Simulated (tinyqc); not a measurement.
## Ideality, resistance and saturation current from three points

Inverse problem. Well above I0 a diode obeys V = n Vt ln(I/I0) + Rs I. Find n, Rs and I0.

Values chosen for this exercise:
```
symbol,value,unit,meaning
T,200,K,temperature
```

Constants: q = 1.602176634e-19 C, kB = 1.380649e-23 J/K, Vt = kB T/q. Results are converted to the units shown.

I (A): [0.0014, 0.016, 0.19]
V (V): [0.35399709, 0.40874003, 0.58053840]

Answer. The equation is linear in a = n Vt, Rs and c = -a ln I0; three points give a 3 x 3 system.

n = 1.050
Rs = 0.7300 ohm
I0 = 4.733e-12 A

Program tinyqc, `OMP_NUM_THREADS=1 python tinyqc.py 2640029 2640030 out.jsonl`; Intel Xeon 2.30GHz, shared host, one thread, about 0.01 s.
